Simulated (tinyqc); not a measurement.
Debye-Callaway model of lattice thermal conductivity: one step, computed by the program tinyqc. Command: `OMP_NUM_THREADS=1 python tinyqc.py 3015383 3015384 out.jsonl callaway walk`. One thread of a shared host (Intel(R) Xeon(R) Processor @ 2.30GHz), about 0.01 s of CPU time with the checks.

Three acoustic branches with one velocity v, cut at omega_D = k_B Theta/hbar; x = hbar omega/(k_B T). v and Theta are separate inputs: Theta cuts off the heat-carrying modes, so C need not reach 3 k_B/V. gamma is an effective value that sets the umklapp rate.

Problem. The integrand on a coarse grid. Rates: point defects A omega^4; umklapp B omega^2 T exp(-Theta/(b T)) with B = hbar gamma^2/(M v^2 Theta). Boundaries: v/L. x runs in ten equal steps to min(Theta/T, 12); g = x^4 e^x/(e^x - 1)^2; tau_C is the inverse of all rates summed; the last column is c tau_C g with c = (k_B/(2 pi^2 v)) (k_B T/hbar)^3.

Inputs (values chosen for the exercise, modelled on boron arsenide): sound velocity v = 5480 m/s; Debye temperature Theta = 676 K; mean atomic mass M = 42.9 u; effective Grueneisen parameter gamma = 1.07; umklapp exponent divisor b = 2; Casimir length L = 1500 micrometre; temperature T = 400 K.

Sample: crystal. Point defects: vacancies. Normal processes: left out.

Rayleigh coefficient A = 7.694373e-45 s^3

Constants: k_B = 1.380649e-23 J/K; hbar = 1.054571817e-34 J s; u = 1.6605390666e-27 kg.

Give: Integrand.

Solution.

Integrand:
```
x          g  tau_C (s)  c tau_C g (W/(m K))
0.169  0.028  8.514e-10                444.7
0.338  0.113  1.904e-10                394.9
0.507  0.252  7.174e-11                330.9
0.676  0.440  3.326e-11                268.2
0.845  0.673  1.736e-11                214.2
1.014  0.944  9.839e-12                170.3
1.183  1.247  5.938e-12                135.7
1.352  1.573  3.770e-12                108.7
1.521  1.915  2.495e-12                 87.6
1.690  2.263  1.711e-12                 71.0
```

The integrand is largest at the lowest frequency shown, whose long lifetime outweighs its small heat capacity.
